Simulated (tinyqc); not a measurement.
The window in starting coverage: bottom-up copper filling of a trench by curvature-enhanced accelerator coverage. Computed by tinyqc, a small Python program. Command: `OMP_NUM_THREADS=1 python tinyqc.py 3031730 3031731 out.jsonl superfill walk`. One thread of a shared host (Intel(R) Xeon(R) Processor @ 2.30GHz), about 0.08 s of CPU time with the checks.

A rectangular trench keeps vertical walls and a flat floor. An accelerator floats on the surface; where area is lost in the corners it is passed on to the floor.

Inputs (values chosen for the exercise, close to those used for damascene copper plating):
```
quantity                                           value     unit
trench width w                                        64       nm
aspect ratio h/w                                     1.6        -
exchange current of the suppressed surface i_0     0.013  mA/cm^2
exchange current of the accelerated surface i_1      1.2  mA/cm^2
transfer coefficient alpha                          0.45        -
overpotential eta                                  0.096        V
adsorption rate k_a                              0.00012      1/s
cupric ion concentration C                          0.23    mol/l
diffusivity D                                    5.8e-06   cm^2/s
boundary layer delta                                  22       um
temperature T                                        298        K
```

Constants: e = 1.602176634e-19 C; N_A = 6.02214076e+23 1/mol; k_B = 8.617333262e-05 eV/K.

Method. Kinetic current i_k = [i_0 (1 - theta) + i_1 theta] exp(alpha eta/(k_B T)), limit i_L = 2 F D C/delta, i = 1/(1/i_k + 1/i_L); velocity v = i Omega/(2F), Omega = 7.11 cm^3/mol, F = e N_A. Depletion inside the trench is ignored. Half width x, floor height y, depth h = aspect ratio x w. dx/dt = -v_s, dy/dt = v_b. d theta_b/dt = k_a (1 - theta_b) + [theta_s v_b + theta_b v_s]/x: the floor takes the accelerator of the wall it covers and keeps its own as it narrows. d theta_s/dt = k_a (1 - theta_s). theta_b is capped at 1. Integrate (tolerance 1e-9) until the walls meet (x = 0.02 w/2) or the floor passes the original mouth y = h. Start: x = w/2, y = 0, theta_b = theta_s = theta_0. Height filled = y/h, opening left = x/(w/2).

Outcome:
```
theta_0  v(1)/v(theta_0)  height filled  opening left  time (s)
0.001             80.216         1.0000       0.10171    365.27
0.003             68.724         1.0000       0.10522    351.64
0.010             45.781         1.0000       0.11861    308.00
0.020             31.007         1.0000       0.13724    256.51
0.050             15.771         1.0000       0.16855    161.94
0.100              8.688         1.0000       0.14953    100.10
0.200              4.594         0.9622       0.02000     63.04
0.400              2.384         0.6310       0.02000     33.08
0.800              1.234         0.3737       0.02000     17.17
```

What does the comparison show, and why?

The fill succeeds for theta_0 from 0.001 to 0.1 among these rows, with the widest margin at 0.05. Too much speeds the walls as well and removes the contrast.
